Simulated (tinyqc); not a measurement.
Junction field-effect transistor with two gates, gradual channel with velocity saturation: two steps of the calculation.

A uniformly doped n-type channel, depleted from both sides by p+ gates; at channel potential V the depleted share of a is u = sqrt((Vbi - Vg + V)/Vp), s at the source. Electrons drift with v = mu E/(1 + mu E/vsat). Abrupt depletion edge, no series resistance, source at 0.

Inputs (values chosen for the exercise): gate voltage Vg = -0.5 V; drain voltage Vd = 0.36 V.

Question 1. Current below saturation. u = sqrt((Vbi - Vg + Vd)/Vp). I = (G0 Vp/3) F/(1 + Z (u^2 - s^2)), F = 3 (u^2 - s^2) - 2 (u^3 - s^3), with u at V = Vd; Z = 0 gives constant mobility, for which u stops at 1.

Vbi = 0.79959831 V
Vp = 2.4594039 V
G0 = 89.078457 mS
Z = 1.3702393
s = 0.72692505

Give: u; F; I for Z = 0; I.

Answer 1.

u = 0.8215
F = 0.09874
I for Z = 0 = 7.210 mA
I = 6.006 mA

The falling mobility lowers the current by 16.7 %.

Question 2. The saturation point by Newton steps. a is the channel (half-)thickness, Vp its pinch-off voltage and Z = mu Vp/(vsat L); an iterate with u > 1 is an overshoot, not a physical state. f = (1 - u)(1 + Z (u^2 - s^2)) - Z F/3, F = 3 (u^2 - s^2) - 2 (u^3 - s^3); f' = -(1 + Z (u^2 - s^2)); u(new) = u - f/f'.

u at the start = 1
Z = 1.3702393
s = 0.72692505

Find: f; f'; u after iteration 1.

Answer 2.

f = -0.08358
f' = -1.646
u after iteration 1 = 0.9492

tinyqc, about 0.09 s, one thread, Intel Xeon 2.30GHz (shared host): `OMP_NUM_THREADS=1 python tinyqc.py 2500122 2500123 out.jsonl`
